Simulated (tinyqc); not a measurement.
# Fermi-level pinning at a metal contact (Cowley-Sze model): what changes with what

Interface states of density Ds lie behind a thin layer of thickness dl. Neglecting the depletion charge, the barrier for electrons is phi = S (pM - chi) + (1 - S) E0 with S = 1/(1 + q Ds dl/(eps0 ei)); the barrier for holes is Eg - phi.

Parameters, values chosen for the exercise; material values close to those of gallium arsenide: band gap Eg = 1.44 eV; electron affinity chi = 4.02 eV; density of interface states Ds = 1.1e14 cm^-2 eV^-1; depth of their neutrality level below the conduction edge E0 = 0.65 eV; thickness of the interface layer dl = 0.52 nm; its relative permittivity ei = 2.1; metal work function pM = 4.78 eV.

Constants: q = 1.602176634e-19 C, eps0 = 8.8541878128e-14 F/cm where lengths are in cm. Results are converted to the units shown.

Each table varies one quantity; the others keep the values above.

## Barrier against work function

phi is listed beside the Schottky-Mott value pM - chi.

Barrier against work function:

| pM (eV) | pM - chi (eV) | phi (eV) |
|---|---|---|
| 3.4 | -0.6200 | 0.4358 |
| 3.7 | -0.3200 | 0.4864 |
| 4 | -0.02000 | 0.5370 |
| 4.3 | 0.2800 | 0.5876 |
| 4.6 | 0.5800 | 0.6382 |
| 4.9 | 0.8800 | 0.6888 |
| 5.2 | 1.180 | 0.7394 |
| 5.5 | 1.480 | 0.7900 |
| 5.8 | 1.780 | 0.8406 |

phi rises with slope S = 0.169, by 0.405 eV over 2.40 eV of work function, and equals the Schottky-Mott value at pM = chi + E0 = 4.67 eV.

## Unpinning by a thin insulator

Same model as above.

An inserted insulator of thickness t and permittivity 6.9 damps the metal-induced states, Ds(t) = Ds exp(-t/0.49 nm), and adds t/6.9 to dl/ei.

Unpinning by a thin insulator:

| t (nm) | Ds(t) (cm^-2 eV^-1) | S | phi (eV) |
|---|---|---|---|
| 0 | 1.1000e14 | 0.16867 | 0.66855 |
| 0.3 | 5.9635e13 | 0.24147 | 0.67656 |
| 0.6 | 3.2330e13 | 0.33815 | 0.68720 |
| 0.9 | 1.7527e13 | 0.45475 | 0.70002 |
| 1.2 | 9.5020e12 | 0.57978 | 0.71378 |
| 1.5 | 5.1513e12 | 0.69762 | 0.72674 |
| 1.8 | 2.7927e12 | 0.79557 | 0.73751 |
| 2.1 | 1.5140e12 | 0.86864 | 0.74555 |
| 2.4 | 8.2080e11 | 0.91875 | 0.75106 |

What does the table show?

S rises from 0.169 to 0.919, and phi rises from 0.669 to 0.751 eV, towards pM - chi = 0.760 eV. The insulator also adds a tunnelling resistance, which is not counted here and sets a best thickness.

Program tinyqc, `OMP_NUM_THREADS=1 python tinyqc.py 2430121 2430122 out.jsonl`; Intel Xeon 2.30GHz, shared host, one thread, about 0.01 s.
